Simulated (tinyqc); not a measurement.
# Ferroelectric with a first-order transition, Landau-Devonshire energy: effects of single changes

One domain with free energy u = al P^2 + be P^4 + ga P^6 - E P, al = a0 (T - T0), be < 0 < ga (P in uC/cm^2, E in kV/cm, u in mJ/cm^3). Equilibrium: E = 2 al P + 4 be P^3 + 6 ga P^5; a state is stable against small changes where dE/dP > 0. The coercive field is that of uniform switching, which real films, switching by domains, do not reach.

Parameters, values chosen for the exercise:
```
symbol,value,unit,meaning
a0,0.057,kV cm/(uC K),slope of the quadratic coefficient
T0,450,K,Curie-Weiss temperature
be,-0.0032,kV cm^5/uC^3,quartic coefficient
ga,1.1e-6,kV cm^9/uC^5,sixth-order coefficient
T,430,K,temperature
```

Constants: eps0 = 8.8541878128e-14 F/cm where lengths are in cm. Results are converted to the units shown.

Each table varies one quantity; the others keep the values above.

## Depolarisation in a thin film

Imperfect screening, an effective length ls = 0.004 nm at each electrode, adds the energy ls P^2/(eps0 t), so al becomes al + ls/(eps0 t) and T0 falls by ls/(eps0 a0 t) (short-circuited film, background permittivity neglected). Ps^2 = [-be + sqrt(be^2 - 3 al ga)]/(3 ga); Pc^2 = [-3 be + sqrt(9 be^2 - 15 al ga)]/(15 ga), Ec = -E(Pc); susceptibility chi = 1/(eps0 dE/dP). TC = T0 + be^2/(4 a0 ga), where u(Ps) = u(0); T1 = T0 + be^2/(3 a0 ga), where the polar minimum disappears.

Depolarisation in a thin film:
```
t (nm)  fall of T0 (K)  Ps (uC/cm^2)  depolarising field 2 ls Ps/(eps0 t) (kV/cm)  u(Ps) (mJ/cm^3)
11               72.05         34.25                                        281.3            852.6
18               44.03         41.16                                        206.6            -1515
28               28.31         43.16                                        139.3            -3112
44               18.01         44.24                                        90.84            -4233
69               11.49         44.86                                        58.74            -4971
110              7.205         45.25                                        37.17            -5466
170              4.662         45.47                                        24.17            -5765
270              2.935         45.62                                        15.27            -5969
430              1.843         45.71                                        9.605            -6099
```

As the film thickens from 11 to 430 nm, Ps rises from 34.2 to 45.7 uC/cm^2 (bulk 45.9) and the depolarising field falls from 281 to 9.60 kV/cm. The polar state is the lowest for t > 13.0 nm and exists at all for t > 10.6 nm.

## The upper branch of the loop

Same model as above.

P is the largest root of E(P) = Ea.

The upper branch of the loop:
```
Ea (kV/cm)  P (uC/cm^2)  u (mJ/cm^3)    chi
-270              37.61         5253   1195
-250              39.17         4483  685.1
-200              41.40         2464  391.6
-110              43.83        -1380  246.8
0                 45.87        -6319  179.3
140               47.80     -1.288e4  137.3
280               49.34     -1.968e4  113.1
560               51.77     -3.386e4  85.68
1100              55.18     -6.278e4  60.48
```

What does the comparison show?

P rises from 37.6 to 55.2 uC/cm^2, and chi falls from 1200 to 60.5. The branch ends at -Ec = -282 kV/cm, P = 34.9 uC/cm^2, where dE/dP vanishes and chi diverges; there P still has 76 % of Ps.

Program tinyqc, `OMP_NUM_THREADS=1 python tinyqc.py 2860132 2860133 out.jsonl`; Intel Xeon 2.30GHz, shared host, one thread, about 0.01 s.
